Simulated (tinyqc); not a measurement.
Worked calculation: polar nitride quantum well with polarisation fields. Values are carried at full precision from step to step, so a last printed digit may differ when a step is redone from the rounded ones.

Growth along [0001]. e_par = (a_sub - a)/a, Ppz = 2 e_par (e31 - e33 C13/C33), P = Psp + Ppz in each layer; strain relaxation and the strain shift of the gaps are left out, although thick layers with more than about 1 % mismatch would relax.

Constants: hbar^2/2m0 = 3.80998211 eV angstrom^2; hc = 1239.841984 eV nm.

Inputs chosen for the exercise (near those of a GaN well in AlN; not measured data):
- a_w = 3.189 angstrom (lattice constant a, well)
- a_b = 3.112 angstrom (lattice constant a, barrier)
- a_sub = 3.112 angstrom (in-plane lattice constant of the stack)
- Psp_w = -0.0337 C/m^2 (spontaneous polarisation)
- Psp_b = -0.0931 C/m^2 (spontaneous polarisation)
- e31_w = -0.322 C/m^2
- e31_b = -0.508 C/m^2
- e33_w = 0.656 C/m^2
- e33_b = 1.45 C/m^2
- C_w = 0.273 (C13/C33)
- C_b = 0.282 (C13/C33)
- Lw = 38 angstrom (well width)
- Lb = 45 angstrom (barrier width)
- eps_w = 10.5 (dielectric constant)
- eps_b = 10.3 (dielectric constant)
- Eg = 3.44 eV (gap of the well)
- Vc = 1.85 eV (conduction offset)
- Vv = 0.87 eV (valence offset)
- me = 0.2 m0 (electron, well)
- meb = 0.32 m0 (electron, barrier)
- mh = 1.8 m0 (hole, everywhere)

## Strain and polarisation

Give strain and polarisation of well and barrier; the bound sheet charge is |P_w - P_b|/e with e = 1.602176634e-19 C.

Layers:
```
layer,e_par,Ppz (C/m^2),P (C/m^2)
well,-0.02415,0.02420,-0.00950
barrier,0.00000,0.00000,-0.09310
```

sheet charge = 5.218 x 1e13/cm^2

Of P_w - P_b = +0.0836 C/m^2 the piezoelectric part gives +0.0242 and the spontaneous part +0.0594.

## Built-in fields

In a periodic stack without free charge the potential drop over a period vanishes: F_w = (P_b - P_w) Lb/(eps0 (eps_w Lb + eps_b Lw)), F_b = -F_w Lw/Lb, eps0 = 8.8541878e-12 F/m; 1 MV/cm = 1e8 V/m = 0.01 V/angstrom.

Give both fields and the drop |F_w| Lw across the well.

F_w = -4.918 MV/cm
F_b = 4.153 MV/cm
drop = 1.869 eV

## Levels with and without the field

Envelope functions on cells of 0.25 angstrom over barrier, well, barrier (widths Lb, Lw, Lb), psi = 0 beyond, psi'/m continuous (mean mass between points), c = hbar^2/2m0. With u(z) the integral of e F (F_w in the well, F_b = -F_w Lw/Lb in the barriers, 1 MV/cm = 0.01 V/angstrom), zero at the centre of the well, the electron sees u plus Vc in the barriers and the hole -u plus Vv. The transition is Eg + E_e + E_h; excitons are left out.

Ground states of electron and hole, their centres, the squared overlap, the transition and its wavelength hc/E.

Results:
```
case,E_e (eV),E_h (eV),<z>_e,<z>_h,overlap^2,E (eV),nm
no field,0.0884,0.0123,0.0,0.0,0.989,3.5408,350.2
built-in field,-0.2902,-0.6115,11.6,-15.3,0.000587,2.5383,488.4
```

The field shifts the line by -1002 meV, below the gap of the well material, pulls the carriers 26.9 angstrom apart and, with the rate proportional to overlap^2, lengthens the radiative lifetime by a factor 1.68e+03.

## Estimate from two triangular wells

For a strong field: E = Eg - |e F_w| Lw + a0 (c (e F_w)^2)^(1/3) (me^(-1/3) + mh^(-1/3)), a0 = 2.338107, hard walls, c = hbar^2/2m0, 1 MV/cm = 0.01 V/angstrom.

electron term = 0.8382 eV
hole term = 0.4030 eV
E = 2.8123 eV

Both terms lie below the drop across the well, but the estimate also takes the near wall as infinitely high. Against the grid result 2.5383 eV the estimate errs by +274 meV: +194 from the electron and +80 from the hole, since hard walls stand in for offsets of 1.85 and 0.87 eV into which the carriers leak.

## Checks

- Electron level without field against the matching condition of the square well, eV: both 0.088.

(tinyqc, `OMP_NUM_THREADS=1 python tinyqc.py 1252727 1252728 out.jsonl`, Intel(R) Xeon(R) Processor @ 2.30GHz, 1 thread, shared host, about 0.06 s.)
